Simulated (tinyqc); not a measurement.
UHF in the sto-6g basis, for H3, spin multiplicity 2, step by step. This run ends on a higher stationary point, not on the lowest solution. One step of it, computed by the program tinyqc.

Problem. Iteration 3: building the Fock matrix. J_ij = sum D_kl (ij|kl) with D = D(alpha) + D(beta), K_ij = sum D_kl (ik|jl) for each spin; F = H + J - K(s); E = tr D H + tr D J / 2 - 0.5 sum_s tr D(s) K(s) + E_nn.

D(alpha) after iteration 2, lower triangle:
```
           1H 1s      2H 1s     3H 1s
1H 1s   0.476815
2H 1s   0.476815   0.476815
3H 1s  -0.424782  -0.424782  1.378428
```

D(beta) after iteration 2, lower triangle:
```
          1H 1s     2H 1s     3H 1s
1H 1s  0.220163
2H 1s  0.220163  0.220163
3H 1s  0.148109  0.148109  0.099636
```

core Hamiltonian H = T + V (hartree), lower triangle:
```
           1H 1s      2H 1s      3H 1s
1H 1s  -1.421133
2H 1s  -0.832074  -1.421133
3H 1s  -0.832046  -0.832046  -1.421122
```

Two-electron integrals (ij|kl) in chemists' order, unique and non-zero (hartree):
```
(11|11) 0.774999   (21|11) 0.269976   (21|21) 0.124184   (22|11) 0.449725
(22|21) 0.269976   (22|22) 0.774999   (31|11) 0.269964   (31|21) 0.110589
(31|22) 0.211223   (31|31) 0.124174   (32|11) 0.211223   (32|21) 0.110589
(32|22) 0.269964   (32|31) 0.110585   (32|32) 0.124174   (33|11) 0.449717
(33|21) 0.211228   (33|22) 0.449717   (33|31) 0.269964   (33|32) 0.269964
(33|33) 0.774999
```

nuclear repulsion = 1.45642611 hartree

Give: Coulomb J; exchange K(alpha); exchange K(beta); F(alpha); F(beta); total energy of this density.

Solution.

Coulomb J (hartree), lower triangle:
```
        1H 1s   2H 1s   3H 1s
1H 1s  1.6284
2H 1s  0.7393  1.6284
3H 1s  0.7587  0.7587  1.7681
```

exchange K(alpha) (hartree), lower triangle:
```
        1H 1s   2H 1s   3H 1s
1H 1s  0.5341
2H 1s  0.4101  0.5341
3H 1s  0.3265  0.3265  0.8334
```

exchange K(beta) (hartree), lower triangle:
```
        1H 1s   2H 1s   3H 1s
1H 1s  0.4419
2H 1s  0.3516  0.4419
3H 1s  0.3142  0.3142  0.3405
```

F(alpha) (hartree), lower triangle:
```
         1H 1s    2H 1s    3H 1s
1H 1s  -0.3268
2H 1s  -0.5030  -0.3268
3H 1s  -0.3999  -0.3999  -0.4865
```

F(beta) (hartree), lower triangle:
```
         1H 1s    2H 1s   3H 1s
1H 1s  -0.2347
2H 1s  -0.4444  -0.2347
3H 1s  -0.3876  -0.3876  0.0064
```

total energy of this density = -1.359034 hartree
